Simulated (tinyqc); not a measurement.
Plane-wave Kohn-Sham cycle with exchange-only LDA in a layered model solid, step by step. Computed by tinyqc, a small Python program that keeps every step. Settings: points = 16, plane-wave index or count = 2, electrons = 2, k points = 4, area = 36.0, mixing = 0.8, iteration cap = 55, Kerker q0 = 0.92. Command: `OMP_NUM_THREADS=1 python tinyqc.py 20018 20019 out.jsonl` (the two numbers bound the seeds that draw the settings). One thread of a shared host (Intel(R) Xeon(R) Processor @ 2.60GHz), about 0.04 s of CPU time with the checks.

A solid whose potential varies along x alone (atomic units):
```
parameter                      value
period a                   14.400000
cross-section of the cell  36.000000
electrons per cell                 2
grid points                       16
plane waves -n..n, n               2
k points                           4
V1 in V1 cos(2 pi x/a)     -0.770000
V2 in V2 cos(4 pi x/a)     -0.030000
```

Stop when sqrt(dV sum R^2) is below 1e-8, dV = a A/N.

Course of the cycle:
```
iteration  E (hartree)  norm of the residual
1          -1.40861423              1.25e-01
2          -1.32253729              9.79e-02
3          -1.25981284              7.95e-02
4          -1.21567634              6.59e-02
5          -1.18470047              5.53e-02
6          -1.16295616              4.66e-02
7          -1.14770226              3.94e-02
8          -1.13702605              3.34e-02
9          -1.12958161              2.83e-02
10         -1.12441555              2.39e-02
11         -1.12085096              2.02e-02
...                ...                   ...
45         -1.11373913              6.71e-05
46         -1.11373937              5.68e-05
47         -1.11373956              4.80e-05
48         -1.11373969              4.07e-05
49         -1.11373980              3.44e-05
50         -1.11373987              2.91e-05
51         -1.11373993              2.47e-05
52         -1.11373997              2.09e-05
53         -1.11374001              1.77e-05
54         -1.11374003              1.50e-05
55         -1.11374005              1.27e-05
```

Can the last value be used, and what does the course show?

Not by the stop rule, although the second column moves by less than 1e-07 over the last three steps. Not converged within 55 iterations: the residual falls steadily but slowly, by a factor of about 0.85 a step. Reruns (cap 100 unless said): mixing 0.1: not converged; mixing 0.5, Kerker q0 1.0: not converged; mixing 0.3, Pulay depth 5: converged in 11 (E = -1.11374); the original settings with a cap of 400: converged in 99 (E = -1.11374).
